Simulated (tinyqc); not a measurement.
Concentration-dependent dopant diffusion with charged defects and the built-in field: one step, computed by the program tinyqc. Command: `OMP_NUM_THREADS=1 python tinyqc.py 3022487 3022488 out.jsonl extrinsic walk`. One thread of a shared host (Intel(R) Xeon(R) Processor @ 2.30GHz), about 0.09 s of CPU time with the checks.

A constant source C_s feeds a half space. The dopant moves through neutral point defects and through charged ones, whose number grows with the majority carrier density n.

Task: Intrinsic density and partial diffusivities. n_i = 3.87e16 T^1.5 exp(-7014/T) per cm^3 (T in kelvin, an empirical form); each D = prefactor x exp(-E/(k_B T)); the intrinsic diffusivity D_i is their sum. Temperatures in kelvin are T(C) + 273.15.

Inputs (values chosen for the exercise, modelled on boron in silicon): neutral prefactor D0x = 0.0547 cm^2/s; neutral activation energy E0 = 3.51 eV; singly charged prefactor D01 = 0.814 cm^2/s; activation energy E1 = 3.51 eV; temperature T = 850 C.

Field enhancement: off.

Constants: k_B = 8.617333262e-05 eV/K.

Give: n_i; partial diffusivities; intrinsic diffusivity D_i.

Result:

n_i = 2.826e+18 1/cm^3

partial diffusivities (cm^2/s): Dx 9.727e-18, D1 1.447e-16

intrinsic diffusivity D_i = 1.545e-16 cm^2/s
